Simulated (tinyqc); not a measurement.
Worked calculation: alloy A(1-x)B(x) by interpolation with bowing. Values are carried at full precision from step to step, so a last printed digit may differ when a step is redone from the rounded ones.

Each gap follows E(x) = (1 - x) E_A + x E_B - C x (1 - x); the lattice constant follows Vegard, a(x) = (1 - x) a_A + x a_B.

Constants: hc = 1239.841984 eV nm; kB = 8.617333262e-05 eV/K.

Parameters, chosen for this exercise (A near Ge, B near Si; not measured data): a = (5.662, 5.434) angstrom (lattice constant of A, B); x = 0.62 (fraction of B); Eg = (0.89, 4.247) eV (gap at Gamma to the s-like level of A, B); EgX = (0.933, 1.166) eV (gap to the lowest valley along Gamma-X of A, B); EgL = (0.753, 2.076) eV (gap to L of A, B); C = (0.224, 0.207, 0) eV (bowing of the Gamma, X and L gaps); Dso = (0.294, 0.044) eV (spin-orbit splitting of A, B); Ep = (26.6, 21.7) eV (Kane energy of A, B); me = (0.0381, 0.1987) m0 (electron mass at Gamma of A, B); Cs = 0 eV (bowing of Dso); md = (0.1339, 0.9, 0.49) m0 (density-of-states masses of Gamma, all X and all L valleys); T = 77 K (temperature).

## Gaps and lattice constant at x

Also give the wavelength hc/E of the lowest gap.

a(x) = 5.5206 angstrom

linear parts (eV): Gamma 2.9713, X 1.0775, L 1.5733

bowing terms C x (1 - x) (eV): Gamma 0.0528, X 0.0488, L 0.0000

gaps (eV): Gamma 2.9186, X 1.0287, L 1.5733

wavelength of the lowest gap = 1205.3 nm

The lowest valley is X, so the gap is indirect; the next, L, lies 545 meV higher.

## Where the valleys cross

The difference of two gaps is a quadratic q2 x^2 + q1 x + q0 with q2 = C_i - C_j, q1 = (E_B - E_A - C)_i - (E_B - E_A - C)_j, q0 = E_A,i - E_A,j; give its roots between 0 and 1 (a dash: none).

Crossings:
```
pair        q2      q1      q0  first root  second root
Gamma-X  0.017   3.107  -0.043      0.0138            -
Gamma-L  0.224   1.810   0.137           -            -
X-L      0.207  -1.297   0.180      0.1420            -
```

The lowest valley changes at x = 0.142 (L to X, gap 0.941 eV). The other crossings lie above the lowest valley.

## Electron mass of the alloy

Mass at Gamma from the Kane formula 1/m = F + Ep (Eg + 2 Dso/3)/(Eg (Eg + Dso)). F is fixed by the masses of A and B and interpolated linearly, as is Ep; Eg and Dso carry their bowing.

Compare with the linear interpolation of the masses.

F of A, B: [-1.1671, -0.0593]

Ep, Eg, Dso at x (eV): [23.5620, 2.9186, 0.1390]

m(x) from the Kane formula = 0.1339 m0
m(x) linear = 0.1377 m0

The Kane value lies 2.8 % below the linear one. The Gamma valley is not the lowest at this x.

## Shares of the electrons in the valleys

Non-degenerate: n_i proportional to md_i^(3/2) exp(-E_i/kT).

md^(3/2): Gamma 0.0490, X 0.8538, L 0.3430

(E - E_min)/kT: Gamma 284.82, X 0.00, L 82.07

shares: Gamma 0.000, X 1.000, L 0.000

X holds most electrons (100.0 %).

## Checks

- The Gamma and X gaps at their crossing x = 0.0138 (eV): both 0.9334.
- The X and L gaps at their crossing x = 0.1420 (eV): both 0.9409.

Program tinyqc; command `OMP_NUM_THREADS=1 python tinyqc.py 1080960 1080961 out.jsonl`; about 0.01 s on one thread of a shared Intel(R) Xeon(R) Processor @ 2.30GHz.
